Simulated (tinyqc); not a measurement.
Blur against noise: chemically amplified photoresist: aerial image, acid generation, bake, development and line width. Computed by tinyqc, a small Python program. Command: `OMP_NUM_THREADS=1 python tinyqc.py 3005370 3005371 out.jsonl resist walk`. One thread of a shared host (Intel(R) Xeon(R) Processor @ 2.30GHz), about 0.03 s of CPU time with the checks.

Lines and spaces of pitch p with a two-beam-like image; x = 0 is the middle of the bright space. The resist is positive and treated as uniform in depth.

Inputs (values chosen for the exercise, for a model resist at 248 nm):
```
quantity                      value     unit
pitch p                         240       nm
image contrast c               0.46        -
mean dose E                    7.82  mJ/cm^2
Dill parameter C              0.043  cm^2/mJ
bake time t                      90        s
photon energy                     5       eV
absorption coefficient alpha      1     1/um
```

Method:
- Dose E(x) = E [1 + c cos(2 pi x/p)]; acid h = 1 - exp(-C E(x)).
- Bake: the acid image is blurred by a Gaussian of variance sigma^2 = 2 D t (each Fourier term k of h, taken on 64 points, is multiplied by exp(-4 pi^2 k^2 D t/p^2)).
- For each sigma the edge is held at x = p/4; N is taken at the mean dose; edge noise = (dh/d ln E)/(sqrt(N V) |dh/dx|), both derivatives taken of the blurred acid, V = (2 sqrt(pi) sigma)^3, N = E alpha/(photon energy), 1 mJ/cm^2 = 62.41509 eV/nm^2.

Trade-off:
```
sigma/p  sigma (nm)  blur factor  photons in V  edge noise (nm)
0.02            4.8      0.99214    4.8091e+02           3.8123
0.04            9.6      0.96891    3.8473e+03           1.3759
0.07           16.8      0.90781    2.0619e+04           0.6299
0.10           24.0      0.82087    6.0114e+04           0.4049
0.14           33.6      0.67917    1.6495e+05           0.2932
0.18           43.2      0.52753    3.5058e+05           0.2578
0.22           52.8      0.38467    6.4009e+05           0.2612
0.27           64.8      0.23717    1.1832e+06           0.3114
0.33           79.2      0.11653    2.1603e+06           0.4690
```

The noise is least near sigma/p = 0.18 among these rows. More diffusion averages over more photons (noise falls as sigma^(-3/2)) until it erases the image slope (factor exp(-2 pi^2 sigma^2/p^2)); for a pure cosine the two balance at sigma/p = sqrt(3/8)/pi = 0.195. Caution: for a film thinner than the blur the noise falls as 1/sigma only, and the optimum moves to sigma/p = 1/(2 pi) = 0.159.

Extremes, crossings and ranges named in words are read from the listed rows.
